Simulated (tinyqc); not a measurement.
Off-state leakage of single and stacked transistors: one step of the calculation.

n-channel devices of unit width. Subthreshold current I(Vg, Vs, Vd) = I0 (T/300 K)^0.5 exp[(Vg - Vs - VT(T) - gb (Vs - Vb) + dd (Vd - Vs))/(nf Vt)] (1 - exp(-(Vd - Vs)/Vt)), VT(T) = VT - cT (T - 300 K). Gate-edge tunnelling Ig (Vd/1 V) exp(ag (Vd - 1 V)), for a gate at 0 V, and band-to-band leakage Ab u exp(-Bb/u), u = Vd - Vb + 1 V, flow at a drain held at V; both are taken as independent of T. In a stack of off transistors (all gates at 0 V) the same subthreshold current passes through each.

Question. New Vx. Stack of two, Vx the node between them: I_low = I(0, 0, Vx), I_up = I(0, Vx, V), f = ln(I_up/I_low), f' = -(1 + gb + 2 dd)/(nf Vt) - 1/(Vt (exp(Vx/Vt) - 1)) - 1/(Vt (exp((V - Vx)/Vt) - 1)), Vx(new) = Vx - f/f'.

Parameters, values chosen for the exercise; values of the order met in bulk silicon logic transistors: temperature T = 330 K; supply voltage V = 1.2 V; threshold at 300 K, zero drain and body bias VT = 0.45 V; fall of the threshold with temperature cT = 0.7 mV/K; current at threshold at 300 K I0 = 0.27 uA/um; slope factor nf = 1.2; drain-induced lowering per volt dd = 0.14; rise of the threshold per volt of source-body bias gb = 0.22; body voltage Vb = -0.3 V.

Constants: q = 1.602176634e-19 C, kB = 1.380649e-23 J/K, Vt = kB T/q. Results are converted to the units shown.

Vx at the start = 0.112 V

Wanted: I_low; I_up; f; f'; Vx after iteration 1.

Answer.

I_low = 2.205e-4 nA/um
I_up = 2.248e-4 nA/um
f = 0.01967
f' = -44.66 1/V
Vx after iteration 1 = 0.1124 V

tinyqc, about 0.03 s, one thread, Intel Xeon 2.30GHz (shared host): `OMP_NUM_THREADS=1 python tinyqc.py 2242051 2242052 out.jsonl`
